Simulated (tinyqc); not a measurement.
## Lifetime from the storage time

Question. In the charge-control model of a long diode dQ/dt = -Ir - Q/tau after the current is switched from If to -Ir, with Q(0) = If tau; the storage time ends at Q = 0. Find tau, the stored charge and the share of it that leaves through the terminals.

forward and reverse current (mA): 6.2  14
storage time = 51.327538 ns

Solution. Integrating gives ts = tau ln(1 + If/Ir). The extracted charge is Ir ts; the rest recombines.

tau = 140 ns
stored charge = 0.868 nC
share extracted = 82.8 %

Numbers from tinyqc (`OMP_NUM_THREADS=1 python tinyqc.py 2230010 2230011 out.jsonl`; about 0.01 s on one thread of a shared Intel Xeon 2.30GHz).
